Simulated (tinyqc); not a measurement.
From a target to a composition: model-solid line-up of a strained alloy layer on a substrate.

Problem. A layer of the alloy is strained to the substrate, and its gap (Ec minus the top valence edge) is given. Find x between 0.02 and 0.46, where the gap is monotonic.

All values of the alloy are linear in x but the gap, Eg(x) = (1 - x) Eg_A + x Eg_B - C x (1 - x), and the valence edge, Ev(x) = (1 - x) Ev_A + x Ev_B + fv C x (1 - x); Ec = Ev + Eg. Ev is the top of the unstrained valence band on a scale common to all materials. In the layer only the Gamma valley of the conduction band is followed, also where an X or L valley would lie lower.

Coherent growth on a (001) face: e_par = (a_s - a)/a, e_perp = -2 (C12/C11) e_par; exx = eyy = e_par, ezz = e_perp, no shear.

Strained edges: Ec + ac tr(e); the valence edges are Ev plus the levels of the 6 x 6 matrix of X, Y, Z times spin with -Dso/3 + l exx + m (eyy + ezz) on the diagonal (cyclic), n exy off it, l = av + 2 b, m = av - b, n = sqrt(3) d. Spin-orbit term (Dso/3) L.sigma on X, Y, Z with (L_k)_ij = -i epsilon_kij: <X+|H|Y+> = -i Dso/3, <X+|H|Z-> = Dso/3, <Y+|H|Z-> = -i Dso/3, <Z+|H|X-> = -Dso/3, <Z+|H|Y-> = i Dso/3, <X-|H|Y-> = i Dso/3, and their conjugates; + and - are the spin along z.

Parameters, chosen for this exercise (A near GaAs, B near InAs, substrate near Ge; shifted at random, so the results belong to these values and not to a real crystal): a = (5.648, 6.064) angstrom (lattice constant of A, B); Eg = (1.528, 0.412) eV (gap at Gamma to the s-like level of A, B); Dso = (0.341, 0.391) eV (spin-orbit splitting of A, B); Ev = (-0.81, -0.59) eV (top of the unstrained valence band of A, B); ac = (-7.12, -5.05) eV (conduction deformation potential of A, B); av = (1.14, 0.99) eV (valence hydrostatic potential of A, B); b = (-1.99, -1.78) eV (tetragonal shear potential of A, B); d = (-4.78, -3.6) eV (trigonal shear potential of A, B); C11 = (122.7, 82.6) GPa (of A, B); C12 = (56.5, 45.6) GPa (of A, B); C44 = (60.5, 39.8) GPa (of A, B); C = 0.526 eV (bowing of the gap); fv = 0 (share of the bowing taken by the valence edge); a_s = 5.666 angstrom (substrate); face = 001 (growth face).

strained gap = 1.248171 eV

Find: x; e_par; gap of the relaxed alloy.

Solution. Bisect on x; the strained gap is 1.4735 eV at x = 0.02 and 0.9898 eV at x = 0.46.

x = 0.220
e_par = -1.281 %
gap of the relaxed alloy = 1.192 eV

Program tinyqc; command `OMP_NUM_THREADS=1 python tinyqc.py 1050671 1050672 out.jsonl`; about 0.01 s on one thread of a shared Intel(R) Xeon(R) Processor @ 2.30GHz.
